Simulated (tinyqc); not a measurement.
# Threshold of a short bulk MOSFET: charge sharing, barrier lowering, narrow width: two studies

n-channel device on a p-type body, depletion approximation, full ionisation. Uniform doping N = Na. Vbi from Boltzmann statistics is rough for the degenerate source. Cox = eps0 eox/tox.

Values chosen for this exercise; band and dielectric values close to those of silicon:
```
symbol,value,unit,meaning
T,300,K,temperature
Eg,1.13,eV,band gap
eps_r,11.6,,relative permittivity
Nc,2.81e19,cm^-3,conduction-band density of states at T
Nv,2.65e19,cm^-3,valence-band density of states at T
eox,3.9,,relative permittivity of the gate insulator (close to silicon dioxide)
tox,11,nm,insulator thickness
Na,6.8e16,cm^-3,channel doping
Nsd,1e20,cm^-3,source and drain doping
Vfb,-0.98,V,flat-band voltage for the doping Na
xj,91,nm,junction depth
Vbs,-1,V,body-source voltage
Vds,0.5,V,drain-source voltage
W,740,nm,gate width
xw,0,,shape factor of the fringing depletion at the width edges
L,720,nm,channel length
```

Constants: q = 1.602176634e-19 C, kB = 1.380649e-23 J/K, Vt = kB T/q, eps0 = 8.8541878128e-14 F/cm where lengths are in cm. Results are converted to the units shown.

Each table varies one quantity; the others keep the values above.

## Threshold roll-off against channel length

ni = sqrt(Nc Nv) exp(-Eg/(2 Vt)), Eg in volts; 2 pB = 2 Vt ln(N/ni); flat band Vfb - Vt ln(N/Na); Wd = sqrt(2 eps0 eps_r (2 pB - Vbs)/(q N)); body term q N Wd/Cox; long-channel VT0 = flat band + 2 pB + body term; Vbi = Vt ln(N Nsd/ni^2); scale length l = sqrt((eps_r/eox) tox Wd). Charge sharing (trapezoid; it ignores Vds): F = (xj/L)(sqrt(1 + 2 Wd/xj) - 1), lowering = body term times F. Barrier lowering: th = exp(-L/(2 l)) + 2 exp(-L/l), lowering = th [2 (Vbi - 2 pB) + Vds], DIBL = th. Narrow width: rise = body term times xw Wd/W. VT by each model = VT0 - lowering + rise. DIBL under 0.001 mV/V is printed as 0.

The same in every row: N (cm^-3) = 6.8000e16; VT0 (V) = 0.48296.

Results:
```
L (nm)     L/l         F  DIBL (mV/V)  VT, charge sharing (V)  VT, barrier lowering (V)
250     3.2112   0.45572       281.38                 0.18997                   0.23616
360     4.6242   0.31647       118.68                 0.27950                   0.37887
520     6.6794   0.21909       37.961                 0.34210                   0.44966
740     9.5052   0.15396       8.7779                 0.38398                   0.47526
1100    14.129   0.10357      0.85620                 0.41637                   0.48221
1600    20.552  0.071206     0.034454                 0.43718                   0.48293
3200    41.104  0.035603            0                 0.46007                   0.48296
4700    60.371  0.024240            0                 0.46737                   0.48296
```

Estimate the missing row, L = 2200 nm.

Computed row:
```
L (nm)     L/l         F  DIBL (mV/V)  VT, charge sharing (V)  VT, barrier lowering (V)
2200    28.259  0.051786            0                 0.44966                   0.48296
```

With this row back in the table: VT by barrier lowering rises from 0.236 to 0.483 V and VT by charge sharing rises from 0.190 to 0.467 V. DIBL is under 100 mV/V from L = 520 nm on among the rows (th = 0.1 at L/l = 4.92). For L = 250 DIBL exceeds 250 mV/V, where the barrier formula is rough.

## Effect of the channel doping

Same model as above.

Vfb is held fixed.

Effect of the channel doping:
```
Na (cm^-3)  N (cm^-3)  VT0 (V)    L/l        F  DIBL (mV/V)  VT, charge sharing (V)  VT, barrier lowering (V)
1.4e16       1.400e16  0.04343  6.302   0.2686        46.48                -0.03316                 -0.001143
2.3e16       2.300e16   0.1521  7.108   0.2287        30.24                 0.06793                    0.1239
3.9e16       3.900e16   0.2943  8.080   0.1917        18.21                  0.2017                    0.2778
6.6e16       6.600e16   0.4716  9.182   0.1599        10.35                  0.3704                    0.4625
1.1e17       1.100e17   0.6882  10.39   0.1333        5.592                  0.5784                    0.6834
1.9e17       1.900e17   0.9834  11.87   0.1091        2.657                  0.8645                    0.9812
3.2e17       3.200e17    1.345  13.48  0.08950        1.188                   1.218                     1.344
5.4e17       5.400e17    1.811  15.30  0.07292       0.4754                   1.676                     1.811
```

As Na goes from 1.4e16 to 5.4e17, VT0 rises from 0.0434 to 1.81 V, DIBL falls from 46.5 to 0.475 mV/V, F falls from 0.269 to 0.0729 and VT by barrier lowering rises from -0.00114 to 1.81 V.

Numbers from tinyqc (`OMP_NUM_THREADS=1 python tinyqc.py 2002031 2002032 out.jsonl`; about 0.01 s on one thread of a shared Intel Xeon 2.30GHz).
